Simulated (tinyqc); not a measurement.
Crystallisation kinetics and data retention of a phase-change cell: retention against temperature.

Johnson-Mehl-Avrami-Kolmogorov law X = 1 - exp(-y^n), y = integral of k dt, k = (1/100 s) exp[-(Ec q/kB)(1/T - 1/T1)].

At fixed T the state fails at t = (-ln(1 - Xf))^(1/n)/k; ten years are 3.15576e8 s.

Values chosen for this exercise; values of the order of Ge-Sb-Te and related chalcogenides:

| symbol | value | unit | meaning |
|---|---|---|---|
| Ec | 1.87 | eV | activation energy of crystallisation |
| T1 | 414 | K | temperature at which the rate k is 1/(100 s) |
| n | 2.5 |  | Avrami exponent |
| Xf | 0.4 |  | crystalline share at which the state is lost |

Constants: q = 1.602176634e-19 C, kB = 1.380649e-23 J/K. Results are converted to the units shown.

Results:
```
T (K)     k (1/s)  time to fail (s)
296    8.4154e-12         9.0831e10
313    4.5119e-10          1.6941e9
330     1.6050e-8          4.7625e7
348     4.8156e-7          1.5873e6
365     8.7899e-6             86962
399     0.0013938            548.41
417      0.014580            52.425
434       0.11195            6.8276
```

Estimate the missing row, T = 382 K.

Computed row:
```
T (K)    k (1/s)  time to fail (s)
382    1.2389e-4            6169.6
```

With this row back in the table: The time to fail falls from 9.08e10 to 6.83 s, a decade every 9.83 K at the cold end; ten years need T below 320.8 K.

Range of the model: One Arrhenius rate is assumed; incubation, growth from the boundary and the non-Arrhenius kinetics of the supercooled liquid are left out.

tinyqc, about 0.01 s, one thread, Intel Xeon 2.30GHz (shared host): `OMP_NUM_THREADS=1 python tinyqc.py 2490106 2490107 out.jsonl`
